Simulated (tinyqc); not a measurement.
Raising U: Hubbard chain of 2 sites, mean field against exact. Computed by the program tinyqc. 

one-body matrix (hopping and site energies) (eV):
```
         1        2
1   0.0000  -0.9500
2  -0.9500   0.0000
```

electrons, up and down: 1  1

Collinear unrestricted mean field (the lowest of 40 random starts) against exact diagonalisation.

Exact and mean-field results (eV):

| U | U/t | E exact | E mean field | mean \|n_up - n_down\| | double occupancy, exact | first gap in the sector |
|---|---|---|---|---|---|---|
| 0.4700 | 0.4947 | -1.679478 | -1.665000 | 0.0000 | 0.2193 | 1.6795 |
| 0.9500 | 1.0000 | -1.483475 | -1.425000 | 0.0000 | 0.1894 | 1.4835 |
| 1.9000 | 2.0000 | -1.174265 | -0.950000 | 0.0005 | 0.1382 | 1.1743 |
| 2.8500 | 3.0000 | -0.950000 | -0.633333 | 0.7454 | 0.1000 | 0.9500 |
| 3.8000 | 4.0000 | -0.787006 | -0.475000 | 0.8660 | 0.0732 | 0.7870 |
| 5.7000 | 6.0000 | -0.575274 | -0.316667 | 0.9428 | 0.0420 | 0.5753 |
| 7.6000 | 8.0000 | -0.448529 | -0.237500 | 0.9682 | 0.0264 | 0.4485 |
| 11.4000 | 12.0000 | -0.308328 | -0.158333 | 0.9860 | 0.0128 | 0.3083 |
| 19.0000 | 20.0000 | -0.188137 | -0.095000 | 0.9950 | 0.0049 | 0.1881 |

In absolute terms mean field is worst at U/t = 3.0, 0.317 eV too high: at small U it is nearly exact, and at large U it misses only exchange-scale energies. For the symmetric dimer the instability lies at U = 2t. Its local moments set in at U/t = 3.0 of those listed, a broken symmetry that the exact state of a finite cluster with equal spins does not have. Relative to the exact energy its error is 0.9 % at the smallest U, 50 % at most and 50 % at the largest. The double occupancy falls from 0.219 to 0.005; at the largest U the first gap is 0.99 times the exchange scale 4t^2/U.
